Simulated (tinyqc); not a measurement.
Inside a calculation. Model: electron mobility in a silicon inversion layer, empirical terms and Matthiessen rule.

Numbers from tinyqc (`OMP_NUM_THREADS=1 python tinyqc.py 2510058 2510059 out.jsonl`; about 0.01 s on one thread of a shared Intel Xeon 2.30GHz). Printed values are rounded.

Inversion layer of sheet density Ns on a uniformly doped body, under a high-permittivity gate with an interlayer. The mobility terms are empirical power laws with prefactors chosen for the exercise; adding their inverses (Matthiessen) is itself an approximation.

Parameters, values chosen for the exercise; material values close to those of silicon: temperature T = 250 K; band gap Eg = 1.11 eV; relative permittivity of the semiconductor eps_r = 11.8; conduction-band density of states at T Nc = 2.13e19 cm^-3; valence-band density of states at T Nv = 2.05e19 cm^-3; body doping Nb = 2e17 cm^-3; reverse body bias Vsb = 0 V; weight of the inversion charge in the effective field eta = 0.5; gate capacitance Cox = 0.76 uF/cm^2; phonon-limited mobility at 1 MV/cm and 300 K Ap = 393 cm^2/(V s); roughness-limited mobility at 1 MV/cm As = 701 cm^2/(V s); exponent of the roughness term gs = 2; Coulomb prefactor Ac = 2600 cm^2/(V s); charge at the interface Nit = 2.3e11 cm^-2; remote-phonon mobility without interlayer Ar = 190 cm^2/(V s); interlayer thickness ti = 0.7 nm; decay length of remote phonons lr = 0.7 nm; inversion density Ns = 1.8e12 cm^-2; ratio W/L WL = 10; drain voltage Vd = 0.01 V; measured linear current I = 8.93 uA.

Constants: q = 1.602176634e-19 C, kB = 1.380649e-23 J/K, Vt = kB T/q, eps0 = 8.8541878128e-14 F/cm where lengths are in cm. Results are converted to the units shown.

## Depletion charge and effective field

ni = sqrt(Nc Nv) exp(-Eg/(2 Vt)), Eg in volts; Ndep = sqrt(2 eps0 eps_r Nb (2 Vt ln(Nb/ni) + Vsb)/q); E = q (Ndep + eta Ns)/(eps0 eps_r), in MV/cm.

ni = 1.35444e8 cm^-3
Ndep = 1.54041e12 cm^-2
E = 0.374234 MV/cm

The depletion charge gives 63.1 % of the field.

## Mobility terms and their sum

With t = T/(300 K): muC = Ac (Ns/1e12 cm^-2) t/(Nb/1e17 cm^-3 + Nit/1e11 cm^-2), muP = Ap E^(-1/3) t^(-1.75), muS = As E^(-gs), muR = Ar exp(2 ti/lr)/t; 1/mu is the sum of the inverses.

terms (cm^2/(V s)): Coulomb 906.977, phonon 750.318, roughness 5005.33, remote phonon 1684.70
mu = 309.723 cm^2/(V s)
shares of 1/mu (%): Coulomb 34.1489, phonon 41.2788, roughness 6.18786, remote phonon 18.3844

The phonon term limits most.

## Iteration 1: inversion density for the measured current

Ns at the start = 2.7e12 cm^-2

I = (W/L) q Ns mu Vd. E = q (Ndep + eta Ns)/(eps0 eps_r) in MV/cm. With t = T/(300 K): muC = Ac (Ns/1e12 cm^-2) t/(Nb/1e17 cm^-3 + Nit/1e11 cm^-2), muP = Ap E^(-1/3) t^(-1.75), muS = As E^(-gs), muR = Ar exp(2 ti/lr)/t; 1/mu is the sum of the inverses. Ns(new) = I/((W/L) q mu Vd).

E = 0.443240 MV/cm
mu = 331.237 cm^2/(V s)
Ns after iteration 1 = 1.68268e12 cm^-2

## Iteration 2: inversion density for the measured current

As before.

E = 0.365239 MV/cm
mu = 304.385 cm^2/(V s)
Ns after iteration 2 = 1.83112e12 cm^-2

## Course of the iteration: inversion density for the measured current

Stop when Ns changes by less than 1e5 cm^-2, or after 120 iterations.

Course of the iteration:
```
iteration  Ns (cm^-2)  |change| (cm^-2)
1          1.68268e12           1.02e12
2          1.83112e12           1.48e11
3          1.79212e12           3.90e10
4          1.80151e12            9.39e9
5          1.79920e12            2.31e9
6          1.79976e12            5.66e8
7          1.79963e12            1.39e8
8          1.79966e12            3.40e7
9          1.79965e12            8.35e6
10         1.79965e12            2.05e6
11         1.79965e12            5.02e5
12         1.79965e12            1.23e5
13         1.79965e12            3.02e4
```

Converged in 13 iterations. At the end each change is about 0.25 times the one before, with alternating sign: linear convergence.

## Split C-V extraction

```
point  Vg (V)  Cgc (uF/cm^2)       I (uA)
0         0.2     2.51766e-5  1.26653e-10
1         0.3     0.00132817   3.53014e-7
2         0.4      0.0643556   8.94825e-4
3         0.5       0.630941     0.302852
4         0.6       0.757070      2.16509
5         0.7       0.759944      4.85662
6         0.8       0.759999      7.77289
7         0.9       0.760000      10.6945
8           1       0.760000      13.5262
9         1.1           0.76      16.2243
10        1.2           0.76      18.7691
11        1.3           0.76      21.1534
12        1.4           0.76      23.3763
```

Q(Vg) is the trapezoid sum of Cgc from the first point (where Q is taken as 0); mu_eff = I/((W/L) Q Vd); mu_FE = (dI/dVg)/((W/L) Cox Vd) with a backward difference. Listed from point 4 on.

```
point  Q (uC/cm^2)  mu_eff (cm^2/(V s))  mu_FE (cm^2/(V s))
4         0.107517              201.371             245.031
5         0.183368              264.856             354.148
6         0.259365              299.689             383.720
7         0.335365              318.891             384.422
8         0.411365              328.813             372.593
9         0.487365              332.898             355.008
10        0.563365              333.160             334.846
11        0.639365              330.849             313.719
12        0.715365              326.774             292.491
```

At the last point mu_FE is 10 % below mu_eff: where the mobility falls with gate voltage the slope of I understates it.
